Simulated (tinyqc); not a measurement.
Worked calculation: plane-wave Kohn-Sham cycle with exchange-only LDA in a layered model solid. Computed by tinyqc, a small Python program that keeps every step. Settings: points = 16, plane-wave index or count = 3, electrons = 4, k points = 4, area = 33.0, mixing = 0.1, iteration cap = 66, Kerker q0 = 1.17. Command: `OMP_NUM_THREADS=1 python tinyqc.py 25289 25290 out.jsonl` (the two numbers bound the seeds that draw the settings). One thread of a shared host (Intel(R) Xeon(R) Processor @ 2.60GHz), about 0.03 s of CPU time with the checks. Later iterations appear only in the table of the cycle.

## Iteration 1: potential

A solid whose potential varies along x alone (atomic units):

| parameter | value |
|---|---|
| period a | 9.700000 |
| cross-section of the cell | 33.000000 |
| electrons per cell | 4 |
| grid points | 16 |
| plane waves -n..n, n | 3 |
| k points | 4 |
| V1 in V1 cos(2 pi x/a) | -0.200000 |

density at the start, on the grid x_j = j a/N (e/bohr^3): 0.01249609  0.01249609  0.01249609  0.01249609  0.01249609  0.01249609  0.01249609  0.01249609  0.01249609  0.01249609  0.01249609  0.01249609  0.01249609  0.01249609  0.01249609  0.01249609

V_H(G) = 4 pi rho(G)/G^2 for G != 0 (uniform background); v_x = -(3 rho/pi)^(1/3); V = V_ext + V_H + v_x; Fourier components f(G_m) = (1/N) sum_j f(x_j) exp(-i G_m x_j).

Potentials on the grid (hartree):

| x | V_ext | V_H | v_x | V |
|---|---|---|---|---|
| 0.000000 | -0.200000 | 0.000000 | -0.228515 | -0.428515 |
| 0.606250 | -0.184776 | 0.000000 | -0.228515 | -0.413291 |
| 1.212500 | -0.141421 | 0.000000 | -0.228515 | -0.369937 |
| 1.818750 | -0.076537 | 0.000000 | -0.228515 | -0.305052 |
| 2.425000 | 0 | 0.000000 | -0.228515 | -0.228515 |
| 3.031250 | 0.076537 | 0.000000 | -0.228515 | -0.151979 |
| 3.637500 | 0.141421 | 0.000000 | -0.228515 | -0.087094 |
| 4.243750 | 0.184776 | 0.000000 | -0.228515 | -0.043739 |
| 4.850000 | 0.200000 | 0.000000 | -0.228515 | -0.028515 |
| 5.456250 | 0.184776 | 0.000000 | -0.228515 | -0.043739 |
| 6.062500 | 0.141421 | 0.000000 | -0.228515 | -0.087094 |
| 6.668750 | 0.076537 | 0.000000 | -0.228515 | -0.151979 |
| 7.275000 | 0 | 0.000000 | -0.228515 | -0.228515 |
| 7.881250 | -0.076537 | 0.000000 | -0.228515 | -0.305052 |
| 8.487500 | -0.141421 | 0.000000 | -0.228515 | -0.369937 |
| 9.093750 | -0.184776 | 0.000000 | -0.228515 | -0.413291 |

V(G_m), m = 0, 1, 2, ... (hartree): -0.228515  -0.100000  0.000000  0.000000  0.000000  0.000000  0.000000

## Iteration 1: Hamiltonian at one k

k = 0.125000 2 pi / a

H(m,m') = (k + G_m)^2/2 delta + V(G_m - G_m'), with V(-G) = V(G).

H (hartree):
```
           -3         -2         -1         +0         +1         +2         +3
-3   1.505536  -0.100000   0.000000   0.000000   0.000000   0.000000   0.000000
-2  -0.100000   0.509030  -0.100000   0.000000   0.000000   0.000000   0.000000
-1   0.000000  -0.100000  -0.067894  -0.100000   0.000000   0.000000   0.000000
+0   0.000000   0.000000  -0.100000  -0.225237  -0.100000   0.000000   0.000000
+1   0.000000   0.000000   0.000000  -0.100000   0.037001  -0.100000   0.000000
+2   0.000000   0.000000   0.000000   0.000000  -0.100000   0.718821  -0.100000
+3   0.000000   0.000000   0.000000   0.000000   0.000000  -0.100000   1.820222
```

## Iteration 1: levels at that k

Diagonalise the Hermitian matrix.

eigenvalues (hartree): -0.301020  -0.052850  0.065623  0.516448  0.724470  1.515534  1.829273

## Iteration 1: new density

Motion across x is left out: the lowest 2 band(s) hold two electrons at each of the k points (j + 1/2)/nk - 1/2. Residual R = rho(out) - rho(in); rho(new) = rho(in) + 0.1 R, with R(G) scaled by G^2/(G^2 + 1.17^2) (Kerker). rho(out) = 2/(a A nk) sum |psi|^2 with psi = sum c exp(i G x). Harris energy E = band energy - dV sum rho (V_H/2 + v_x) + (3/4) dV sum rho v_x with rho(in), dV = a A/N, band energy = (2/nk) sum of the filled levels.

rho(out) (e/bohr^3): 0.01724304  0.01766603  0.01801992  0.01681161  0.01383681  0.01021740  0.00717214  0.00528934  0.00466797  0.00528934  0.00717214  0.01021740  0.01383681  0.01681161  0.01801992  0.01766603

density after iteration 1 (e/bohr^3): 0.01252131  0.01257227  0.01265613  0.01266071  0.01256715  0.01244365  0.01235266  0.01230774  0.01229556  0.01230774  0.01235266  0.01244365  0.01256715  0.01266071  0.01265613  0.01257227

energy per cell = -0.52008700 hartree

## Iteration 2: potential

As before.

Potentials on the grid (hartree):

| x | V_ext | V_H | v_x | V |
|---|---|---|---|---|
| 0.000000 | -0.200000 | 0.004126 | -0.228669 | -0.424543 |
| 0.606250 | -0.184776 | 0.004047 | -0.228979 | -0.409708 |
| 1.212500 | -0.141421 | 0.003602 | -0.229487 | -0.367306 |
| 1.818750 | -0.076537 | 0.002450 | -0.229514 | -0.303601 |
| 2.425000 | 0 | 0.000579 | -0.228948 | -0.228369 |
| 3.031250 | 0.076537 | -0.001610 | -0.228195 | -0.153269 |
| 3.637500 | 0.141421 | -0.003571 | -0.227638 | -0.089787 |
| 4.243750 | 0.184776 | -0.004887 | -0.227361 | -0.047472 |
| 4.850000 | 0.200000 | -0.005345 | -0.227286 | -0.032632 |
| 5.456250 | 0.184776 | -0.004887 | -0.227361 | -0.047472 |
| 6.062500 | 0.141421 | -0.003571 | -0.227638 | -0.089787 |
| 6.668750 | 0.076537 | -0.001610 | -0.228195 | -0.153269 |
| 7.275000 | 0 | 0.000579 | -0.228948 | -0.228369 |
| 7.881250 | -0.076537 | 0.002450 | -0.229514 | -0.303601 |
| 8.487500 | -0.141421 | 0.003602 | -0.229487 | -0.367306 |
| 9.093750 | -0.184776 | 0.004047 | -0.228979 | -0.409708 |

V(G_m), m = 0, 1, 2, ... (hartree): -0.228512  -0.098048  -0.000055  0.000068  0.000017  0.000002  0.000000

## Iteration 2: Hamiltonian at one k

k = 0.125000 2 pi / a

As before.

H (hartree):
```
           -3         -2         -1         +0         +1         +2         +3
-3   1.505539  -0.098048  -0.000055   0.000068   0.000017   0.000002   0.000000
-2  -0.098048   0.509033  -0.098048  -0.000055   0.000068   0.000017   0.000002
-1  -0.000055  -0.098048  -0.067891  -0.098048  -0.000055   0.000068   0.000017
+0   0.000068  -0.000055  -0.098048  -0.225234  -0.098048  -0.000055   0.000068
+1   0.000017   0.000068  -0.000055  -0.098048   0.037004  -0.098048  -0.000055
+2   0.000002   0.000017   0.000068  -0.000055  -0.098048   0.718824  -0.098048
+3   0.000000   0.000002   0.000017   0.000068  -0.000055  -0.098048   1.820225
```

## Iteration 2: levels at that k

As before.

eigenvalues (hartree): -0.298665  -0.052783  0.064459  0.516159  0.724252  1.515151  1.828927

## Iteration 2: new density

As before.

rho(out) (e/bohr^3): 0.01716717  0.01757094  0.01790265  0.01672138  0.01381979  0.01027591  0.00727853  0.00541615  0.00479967  0.00541615  0.00727853  0.01027591  0.01381979  0.01672138  0.01790265  0.01757094

density after iteration 2 (e/bohr^3): 0.01255212  0.01264815  0.01280607  0.01281359  0.01263373  0.01239502  0.01221704  0.01212762  0.01210296  0.01212762  0.01221704  0.01239502  0.01263373  0.01281359  0.01280607  0.01264815

energy per cell = -0.51580835 hartree

## Convergence

Stop when sqrt(dV sum R^2) is below 1e-8, dV = a A/N.

Course of the cycle:

| iteration | E (hartree) | norm of the residual |
|---|---|---|
| 1 | -0.52008700 | 9.06e-02 |
| 2 | -0.51580835 | 8.66e-02 |
| 3 | -0.51188613 | 8.28e-02 |
| 4 | -0.50829242 | 7.91e-02 |
| 5 | -0.50500110 | 7.56e-02 |
| 6 | -0.50198787 | 7.23e-02 |
| 7 | -0.49923012 | 6.90e-02 |
| 8 | -0.49670689 | 6.60e-02 |
| 9 | -0.49439880 | 6.30e-02 |
| 10 | -0.49228791 | 6.02e-02 |
| 11 | -0.49035771 | 5.76e-02 |
| ... | ... | ... |
| 56 | -0.47015996 | 7.69e-03 |
| 57 | -0.47012826 | 7.36e-03 |
| 58 | -0.47009924 | 7.04e-03 |
| 59 | -0.47007269 | 6.74e-03 |
| 60 | -0.47004838 | 6.45e-03 |
| 61 | -0.47002614 | 6.17e-03 |
| 62 | -0.47000579 | 5.90e-03 |
| 63 | -0.46998716 | 5.65e-03 |
| 64 | -0.46997011 | 5.41e-03 |
| 65 | -0.46995450 | 5.17e-03 |
| 66 | -0.46994022 | 4.95e-03 |

Not converged within 66 iterations: the residual falls steadily but slowly, by a factor of about 0.96 a step. Reruns (cap 100 unless said): mixing 0.5, Kerker q0 1.0: converged in 52 (E = -0.46979); mixing 0.3, Pulay depth 5: converged in 11 (E = -0.46979); the original settings with a cap of 400: converged in 362 (E = -0.46979).
